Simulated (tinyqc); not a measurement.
Worked calculation: Hueckel theory of the pi electrons, for the molecule Bc1cc[cH-]c1 (SMILES; centres numbered as the heavy atoms are written). One step of it, computed by the program tinyqc.

Question. Energy, charges, bond orders. E = sum n x; q_r = z_r - P_rr; bond order p = P_rs; free valence = sqrt(3) - sum of p over the bonds of the atom.

x values: [2.034598, 0.732243, 0.618034, -0.886359, -1.618034, -1.870481]

occupations: [2.000000, 2.000000, 2.000000, 0.000000, 0.000000, 0.000000]

charge and bond-order matrix P, order 1B, 2C, 3C, 4C, 5C, 6C:
$$\begin{pmatrix}
0.148148 & 0.409336 & 0.165826 & -0.160929 & -0.160929 & 0.165826 \\
0.409336 & 1.200856 & 0.589394 & -0.220603 & -0.220603 & 0.589394 \\
0.165826 & 0.589394 & 1.155694 & 0.687934 & -0.206493 & -0.291519 \\
-0.160929 & -0.220603 & 0.687934 & 1.169804 & 0.617017 & -0.206493 \\
-0.160929 & -0.220603 & -0.206493 & 0.617017 & 1.169804 & 0.687934 \\
0.165826 & 0.589394 & -0.291519 & -0.206493 & 0.687934 & 1.155694
\end{pmatrix}$$

Centres:
```
centre  z_r, pi electrons of the neutral centre          h
1B                                            0  -0.990000
2C                                            1   0.000000
3C                                            1   0.000000
4C                                            1   0.000000
5C                                            1   0.000000
6C                                            1   0.000000
```

Bonds:
```
i  j         k
1  2  0.700000
2  3         1
3  4         1
4  5         1
5  6         1
6  2         1
```

Give: pi energy = 6 alpha + this times beta; pi charges; Bond orders and lengths from R = 1.517 - 0.180 p; free valence of the carbons; gap between the highest filled and the next level.

Answer.

pi energy = 6 alpha + this times beta = 6.770

pi charges: 1B -0.148, 2C -0.201, 3C -0.156, 4C -0.170, 5C -0.170, 6C -0.156

Bond orders and lengths from R = 1.517 - 0.180 p (angstrom, C-C alone):
```
bond      p      R
1-2   0.409      -
2-3   0.589  1.411
3-4   0.688  1.393
4-5   0.617  1.406
5-6   0.688  1.393
6-2   0.589  1.411
```

free valence of the carbons: 2C 0.144, 3C 0.455, 4C 0.427, 5C 0.427, 6C 0.455

gap between the highest filled and the next level = 1.504 |beta|
